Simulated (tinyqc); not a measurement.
Worked calculation (part 2 of 2): MP2 on RHF in the sto-3g basis, frozen core, for BeH2, spin multiplicity 1. Computed by tinyqc, a small Python program that keeps every step (integrals from PySCF). Command: `OMP_NUM_THREADS=1 python tinyqc.py 21278 21279 out.jsonl` (the two numbers bound the seeds that draw the settings). One thread of a shared host (Intel(R) Xeon(R) Processor @ 2.60GHz), about 0.1 s of CPU time with the checks.

Geometry (angstrom):

| atom | x | y | z |
|---|---|---|---|
| Be | 0.000000 | 0.000000 | 0.000000 |
| H | 0.000000 | 1.268000 | 0.081000 |
| H | 0.000000 | -1.268000 | 0.081000 |

## Second-order Moller-Plesset energy

orbital energies (hartree): MO1 -4.517671, MO2 -0.468090, MO3 -0.433298, MO4 0.208417, MO5 0.210154, MO6 0.494311, MO7 1.019351

Two-electron integrals over orbitals (pq|rs), unique and non-zero (hartree); the lowest 1 orbital is frozen and left out:
```
(22|22) 0.405778    (32|32) 0.165381    (33|22) 0.419009    (33|33) 0.441930
(42|22) 0.006737    (42|33) 0.006026    (42|42) 0.050049    (43|32) 0.005991
(43|43) 0.015615    (44|22) 0.372908    (44|33) 0.361774    (44|42) -0.013221
(44|44) 0.451250    (52|52) 0.050153    (53|53) 0.015263    (54|52) -0.004922
(54|54) 0.024699    (55|22) 0.373749    (55|33) 0.362090    (55|42) -0.003544
(55|44) 0.401174    (55|55) 0.449859    (62|22) -0.027258   (62|33) -0.049930
(62|42) -0.001124   (62|44) 0.046211    (62|55) 0.047615    (62|62) 0.076427
(63|32) -0.095692   (63|43) -0.004883   (63|63) 0.082851    (64|22) 0.002805
(64|33) -0.000798   (64|42) 0.045615    (64|44) -0.004083   (64|55) 0.002689
(64|62) 0.010524    (64|64) 0.049103    (65|52) 0.047351    (65|54) -0.003523
(65|65) 0.050718    (66|22) 0.403649    (66|33) 0.414020    (66|42) 0.014554
(66|44) 0.368940    (66|55) 0.371203    (66|62) -0.036039   (66|64) 0.009458
(66|66) 0.419462    (72|32) -0.046061   (72|43) -0.006296   (72|63) 0.060795
(72|72) 0.056477    (73|22) -0.008699   (73|33) -0.023320   (73|42) -0.009288
(73|44) 0.055704    (73|55) 0.055474    (73|62) 0.070951    (73|64) 0.003039
(73|66) -0.029434   (73|73) 0.081267    (74|32) -0.015846   (74|43) 0.013361
(74|63) 0.009135    (74|72) 0.002174    (74|74) 0.018104    (75|53) 0.013835
(75|75) 0.016341    (76|32) 0.142361    (76|43) 0.006931    (76|63) -0.096153
(76|72) -0.058159   (76|74) -0.013615   (76|76) 0.140106    (77|22) 0.435450
(77|33) 0.454749    (77|42) 0.001080    (77|44) 0.395013    (77|55) 0.394325
(77|62) -0.042216   (77|64) -0.004434   (77|66) 0.441914    (77|73) -0.016011
(77|77) 0.497548
```

Hartree-Fock energy = -15.56048918 hartree

E2 = sum_ijab (ia|jb) [2 (ia|jb) - (ib|ja)] / (e_i + e_j - e_a - e_b) over occupied i, j and virtual a, b; the opposite-spin part is (ia|jb)^2 / denominator, the rest is same-spin, and SCS-MP2 scales them by 6/5 and 1/3.

Terms:

| i | j | a | b | (ia\|jb) | (ib\|ja) | denominator | term |
|---|---|---|---|---|---|---|---|
| 3 | 3 | 6 | 6 | 0.082851 | 0.082851 | -1.855216 | -0.003700 |
| 2 | 2 | 6 | 6 | 0.076427 | 0.076427 | -1.924801 | -0.003035 |
| 3 | 2 | 7 | 6 | 0.070951 | 0.060795 | -2.415049 | -0.002383 |
| 2 | 3 | 6 | 7 | 0.070951 | 0.060795 | -2.415049 | -0.002383 |
| 3 | 3 | 7 | 7 | 0.081267 | 0.081267 | -2.905297 | -0.002273 |
| 2 | 2 | 5 | 5 | 0.050153 | 0.050153 | -1.356487 | -0.001854 |
| 2 | 2 | 4 | 4 | 0.050049 | 0.050049 | -1.353014 | -0.001851 |
| 2 | 3 | 7 | 6 | 0.060795 | 0.070951 | -2.415049 | -0.001275 |
| 3 | 2 | 6 | 7 | 0.060795 | 0.070951 | -2.415049 | -0.001275 |
| 2 | 2 | 7 | 7 | 0.056477 | 0.056477 | -2.974882 | -0.001072 |
| 3 | 3 | 4 | 4 | 0.015615 | 0.015615 | -1.283429 | -0.000190 |
| 3 | 3 | 5 | 5 | 0.015263 | 0.015263 | -1.286903 | -0.000181 |
| 3 | 2 | 7 | 4 | -0.009288 | -0.006296 | -2.129155 | -0.000054 |
| 2 | 3 | 4 | 7 | -0.009288 | -0.006296 | -2.129155 | -0.000054 |
| 3 | 3 | 4 | 6 | -0.004883 | -0.004883 | -1.569323 | -0.000015 |
| 3 | 3 | 6 | 4 | -0.004883 | -0.004883 | -1.569323 | -0.000015 |
| 2 | 3 | 7 | 4 | -0.006296 | -0.009288 | -2.129155 | -0.000010 |
| 3 | 2 | 4 | 7 | -0.006296 | -0.009288 | -2.129155 | -0.000010 |
| 2 | 2 | 4 | 6 | -0.001124 | -0.001124 | -1.638907 | -7.71e-07 |
| 2 | 2 | 6 | 4 | -0.001124 | -0.001124 | -1.638907 | -7.71e-07 |

Pair energies (hartree; pair i-j sums ij and ji):

| pair | opposite spin | same spin |
|---|---|---|
| 2-2 | -0.007814 | 0 |
| 3-2 | -0.007348 | -0.000094 |
| 3-3 | -0.006375 | 0 |

MP2 correlation energy = -0.02163044 hartree

SCS-MP2 correlation energy = -0.02587521 hartree

MP2 total energy = -15.58211962 hartree
